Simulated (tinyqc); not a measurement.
Thickness at fixed voltage: leakage through a gate insulator: direct, Fowler-Nordheim, trap-assisted and Poole-Frenkel currents. Computed by tinyqc, a small Python program. Command: `OMP_NUM_THREADS=1 python tinyqc.py 3005981 3005982 out.jsonl oxideleak sweep`. One thread of a shared host (Intel(R) Xeon(R) Processor @ 2.30GHz), about 0.01 s of CPU time with the checks.

Electrons enter from the cathode Fermi level at x = 0; the conduction band of the insulator lies phi_b - e F x above it, F = V/t. WKB exponents use a parabolic band with mass m.

Inputs (values chosen for the exercise, with an insulator like SiO2):
```
quantity                          value   unit
barrier phi_b                      2.95     eV
tunnelling mass m                  0.41    m_0
static constant eps_ox              3.8      -
voltage across the insulator V      2.2      V
trap depth phi_t                    1.3     eV
trap density N_t                5.1e+18  cm^-3
attempt rate nu_0                 9e+13    1/s
activation of capture E_a          0.24     eV
temperature T                       450      K
```

Constants: hbar^2/(2 m_0) = 3.80998212 eV angstrom^2; e = 1.602176634e-19 C; hbar = 1.054571817e-34 J s; k_B = 8.617333262e-05 eV/K.

Method:
- For a level a distance phi(x) below the band, the WKB exponent is 2 int kappa dx with kappa = sqrt(m phi/(hbar^2/2m_0)); for a linear barrier from phi_1 down to phi_2 = max(phi_1 - e F d, 0) it is G = (4/3) sqrt(m/(hbar^2/2m_0)) (phi_1^(3/2) - phi_2^(3/2))/(e F).
- J_tun = e^3 F^2/(16 pi^2 hbar m phi_b) x exp(-G) / [1 - sqrt(phi_2/phi_b)]^2 with the free-electron mass in the cathode (m in m_0), phi_2 = max(phi_b - e V, 0): direct tunnelling for e V < phi_b, Fowler-Nordheim above. Image forces, back-flow and the limit on supply are left out, so J_tun is overstated below about 0.5 V.
- Equivalent oxide thickness = 3.9 t/eps_ox.
- A trap at depth x lies phi_t below the band. Capture: tunnel at the cathode Fermi level from 0 to x (G_in from phi_1 = phi_b), rate nu_0 exp(-G_in - E_c/k_B T) with E_c = E_a + max(phi_b - phi_t - e F x, 0), the last term being the height of the trap above the cathode Fermi level. Emission: tunnel from the trap level to the anode (G_out from phi_1 = phi_t over t - x), rate nu_0 exp(-G_out - E_a/k_B T). Re-emission to the cathode follows from detailed balance, rate_back = rate_in exp(dE/k_B T) with dE = phi_b - phi_t - e F x. Each trap passes R = rate_in rate_out/(rate_in + rate_back + rate_out) electrons per second; filling from the anode is left out.
- J_TAT = e N_t int_0^t R dx by the midpoint rule on 400 intervals; the most effective depth is the midpoint with the largest R, rounded to 0.01 nm.
- J = J_tun + J_TAT (the Poole-Frenkel bound is not added); the ratio J/J_tun is the excess that stress-made traps add.

One run for each value:
```
thickness t (nm)  tunnelling current J_tun (A/cm^2)  trap-assisted current J_TAT (A/cm^2)  field F (MV/cm)     J/J_tun
2.0                                      1.4772e+01                            1.8009e-03           11.000  1.0001e+00
2.5                                      1.1711e-01                            5.6509e-05            8.800  1.0005e+00
3.2                                      1.5288e-04                            4.4740e-07            6.875  1.0029e+00
4.0                                      8.6959e-08                            1.8396e-09            5.500  1.0212e+00
5.0                                      8.5400e-12                            2.1394e-12            4.400  1.2505e+00
6.3                                      5.9220e-17                            6.8010e-16            3.492  1.2484e+01
7.9                                      2.9746e-23                            1.0877e-18            2.785  3.6566e+04
10.0                                     1.8164e-31                            1.6636e-21            2.200  9.1590e+09
```

Describe the trends.

Over the rows, tunnelling current J_tun (A/cm^2) falls from 14.8 to 1.82e-31 (exponent d ln y / d ln x -22 between the first rows and -80 between the last); trap-assisted current J_TAT (A/cm^2) falls from 0.00180 to 1.66e-21 (exponent d ln y / d ln x -16 between the first rows and -28 between the last); field F (MV/cm) falls from 11.0 to 2.20 (exponent d ln y / d ln x about -1.0 throughout).

Caution (rows 6.30, 7.90, 10.0): a current below about 1e-15 A/cm^2 is not measurable.

Extremes, crossings and ranges named in words are read from the listed rows.
